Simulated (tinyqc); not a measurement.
Van der Pauw, Hall and four-point-probe measurements on a doped layer: one step of the calculation.

A uniform n-type layer with sheet resistance Rs = 1/(q ns mu), point contacts, low field (mu B small).

Problem. New z. The van der Pauw equation exp(-pi RA z) + exp(-pi RB z) = 1 is solved for z = 1/Rs: e1 = exp(-pi RA z), e2 = exp(-pi RB z), f = e1 + e2 - 1, f' = -pi (RA e1 + RB e2), z(new) = z - f/f'.

z after iteration 1 = 0.25426963 mS
RA = 147.66920 ohm
RB = 2369.0159 ohm

Give: e1; e2; f; f'; z after iteration 2.

Solution.

e1 = 0.8887
e2 = 0.1507
f = 0.03944
f' = -1.534 kohm
z after iteration 2 = 0.2800 mS

tinyqc, about 0.01 s, one thread, Intel Xeon 2.30GHz (shared host): `OMP_NUM_THREADS=1 python tinyqc.py 2850164 2850165 out.jsonl`
